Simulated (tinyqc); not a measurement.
## One level coupled to a phonon between two leads, self-consistent Born approximation: effect of the level position

Wide-band leads with mu_L = +V/2 and mu_R = -V/2; phonons in equilibrium, Nq = 1/(exp(w0/kB T) - 1). Scattering links only energies that differ by w0, so a ladder E_k = E1 + k w0 closes on itself; terms that reach past its ends are dropped. Gn and Gp are the electron and hole parts of the spectral function A = Gn + Gp.

|G|^2 = 1/[(E - ed)^2 + (GL + GR + Sin + Sout)^2/4], Gn = |G|^2 (GL fL + GR fR + Sin), Gp = |G|^2 (GL (1 - fL) + GR (1 - fR) + Sout), f = 1/(1 + exp((E - mu)/kB T)). Sin(E) = M^2 [(Nq + 1) Gn(E + w0) + Nq Gn(E - w0)], Sout(E) = M^2 [(Nq + 1) Gp(E - w0) + Nq Gp(E + w0)]. Spectral currents into the level: iL = GL [fL Gp - (1 - fL) Gn], iR = GR [fR Gp - (1 - fR) Gn]. Here E - ed is replaced by E - ed - R(E), with the real part R(E) = (1/2 pi) P int [Sin + Sout](y) dy/(E - y). The total for one spin is I = (q/h) times the integral of iL over all E (all ladders, each long enough that its ends do not matter); the power given to phonons is (1/h) times the integral of E (iL + iR).

Values chosen for this exercise:
```
symbol  value  unit                           meaning
T         150     K  temperature of leads and phonons
w0         50   meV                     phonon energy
GL         36   meV         coupling to the left lead
GR         15   meV        coupling to the right lead
M         8.3   meV    electron-phonon matrix element
V          89    mV                              bias
```

Constants: q = 1.602176634e-19 C, kB = 1.380649e-23 J/K, h = 6.62607015e-34 J s, Vt = kB T/q. Results are converted to the units shown.

Effect of the level position:
```
ed (meV)	I (uA)	I without phonons (uA)	ratio of the two	power to phonons (nW)	share of I V (%)
0	1.545	1.560	0.9901	1.345	0.9785
21	1.420	1.433	0.9915	1.155	0.9137
42	1.088	1.090	0.9981	0.7271	0.7508
64	0.6794	0.6734	1.009	0.3233	0.5347
85	0.3930	0.3871	1.015	0.1196	0.3421
106	0.2311	0.2278	1.015	0.04237	0.2059
127	0.1467	0.1450	1.012	0.01692	0.1296
148	0.1009	0.1000	1.008	0.008009	0.08919
170	0.07297	0.07253	1.006	0.004217	0.06492
```

I falls from 1.55 to 0.0730 uA as the level leaves the window |E| < 44.5 meV; the ratio to the current without phonons goes from 0.990 through a maximum of 1.02 (at ed = 85 meV among the rows listed) to 1.01. The power to phonons falls from 1.35 to 0.00422 nW.

Range of the model: The self-consistent Born approximation keeps only non-crossing phonon lines and no Hartree shift; it is rough once the coupling nears the phonon energy.

Numbers from tinyqc (`OMP_NUM_THREADS=1 python tinyqc.py 2720001 2720002 out.jsonl`; about 0.04 s on one thread of a shared Intel Xeon 2.30GHz).
